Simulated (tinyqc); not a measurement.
Worked calculation: RKS/exchange-only LDA in the 6-31g basis, for H2, spin multiplicity 1. One step of it, computed by the program tinyqc.

Question. Iteration 1: diagonalisation and new density. Diagonalise F' = X^T F X, C = X C', fill 1 alpha and 1 beta electrons from the bottom; D = 2 C_occ C_occ^T. Each column has its largest component positive (the first on a tie).

Kohn-Sham matrix F (hartree):
```
           1H 1s      1H 2s      2H 1s      2H 2s
1H 1s   0.086350  -0.278720  -0.154568  -0.194164
1H 2s  -0.278720  -0.160868  -0.194164  -0.172645
2H 1s  -0.154568  -0.194164   0.086350  -0.278720
2H 2s  -0.194164  -0.172645  -0.278720  -0.160868
```

X:
```
               1          2          3         4
1H 1s  -0.720653   0.913412   0.625329  0.278571
1H 2s   1.464408  -0.705512   0.307732  0.360660
2H 1s   0.720653   0.913412  -0.625329  0.278571
2H 2s  -1.464408  -0.705512  -0.307732  0.360660
```

Give: F' = X^T F X; orbital energies; coefficients C; D after iteration 1.

Answer.

F' = X^T F X (hartree):
```
        1      2       3       4
1   0.658  0.000  -0.324   0.000
2   0.000  0.773   0.000   0.009
3  -0.324  0.000   0.126   0.000
4   0.000  0.009   0.000  -0.287
```

orbital energies (hartree): MO1 -0.287, MO2 -0.028, MO3 0.773, MO4 0.811

coefficients C:
```
         MO1     MO2     MO3     MO4
1H 1s  0.271   0.257   0.916  -0.919
1H 2s  0.367   0.904  -0.702   1.192
2H 1s  0.271  -0.257   0.916   0.919
2H 2s  0.367  -0.904  -0.702  -1.192
```

D after iteration 1:
```
       1H 1s  1H 2s  2H 1s  2H 2s
1H 1s  0.146  0.198  0.146  0.198
1H 2s  0.198  0.269  0.198  0.269
2H 1s  0.146  0.198  0.146  0.198
2H 2s  0.198  0.269  0.198  0.269
```
